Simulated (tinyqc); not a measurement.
# Changing the offset spacer

Model: two-dimensional dopant profile at a mask edge: lateral junction, overlap and effective channel length. Computed by tinyqc, a small Python program. Command: `OMP_NUM_THREADS=1 python tinyqc.py 3010867 3010868 out.jsonl lateral sweep`. One thread of a shared host (Intel(R) Xeon(R) Processor @ 2.30GHz), about 0.01 s of CPU time with the checks.

Ions enter for y < 0; the mask (spacer, then gate) covers y > 0. x is the depth. The surface reflects dopant during the anneal.

Inputs (values chosen for the exercise, modelled on a source-drain extension in silicon): dose Q = 7.1e+14 1/cm^2; projected range R_p = 11 nm; vertical straggle = 3.5 nm; lateral straggle = 3.2 nm; anneal budget D t = 8.4e-13 cm^2; channel doping C_B = 8.1e+17 1/cm^3; gate length L_g = 99 nm; oxide thickness = 4 nm.

Constants: eps_0 = 8.8541878128e-12 F/m.

Method:
- Widths s_x^2 = (vertical straggle)^2 + 2 D t, s_y^2 = (lateral straggle)^2 + 2 D t. C(x, y) = V(x) (1/2) erfc(y/(sqrt2 s_y)), V(x) = Q/(sqrt(2 pi) s_x) [exp(-(x - R_p)^2/(2 s_x^2)) + exp(-(x + R_p)^2/(2 s_x^2))]; 1 nm = 1e-7 cm.
- The vertical junction far from the mask solves V(x) = C_B.
- The lateral junction at depth x solves C = C_B: y_j(x) = sqrt2 s_y erfc^-1(2 C_B/V(x)). Overlap under the gate = y_j(0) - spacer; metallurgical channel L_met = L_g - 2 overlap (tails from the two sides are not added).
- Abruptness at y_j(0) in nm per decade = ln(10) s_y sqrt(pi/2) exp(u^2) erfc(u), u = y_j/(sqrt2 s_y). Overlap capacitance per width = 3.9 eps_0 overlap/t_ox (zero if there is no overlap).

One run for each value:
```
offset spacer (nm)  overlap (nm)  metallurgical channel L_met (nm)  overlap capacitance (fF/um)
0.0                       37.167                            24.666                      0.32086
3.9                       33.267                            32.466                      0.28719
7.9                       29.267                            40.466                      0.25266
12.0                      25.167                            48.666                      0.21726
16.0                      21.167                            56.666                      0.18273
20.0                      17.167                            64.666                      0.14820
24.0                      13.167                            72.666                      0.11367
28.0                       9.167                            80.666                      0.07914
```

Over the rows, overlap (nm) falls from 37.2 to 9.17; metallurgical channel L_met (nm) rises from 24.7 to 80.7; overlap capacitance (fF/um) falls from 0.321 to 0.0791. The spacer shifts the whole profile, trading overlap capacitance against channel length (and, outside this model, series resistance); a negative overlap is an underlap.
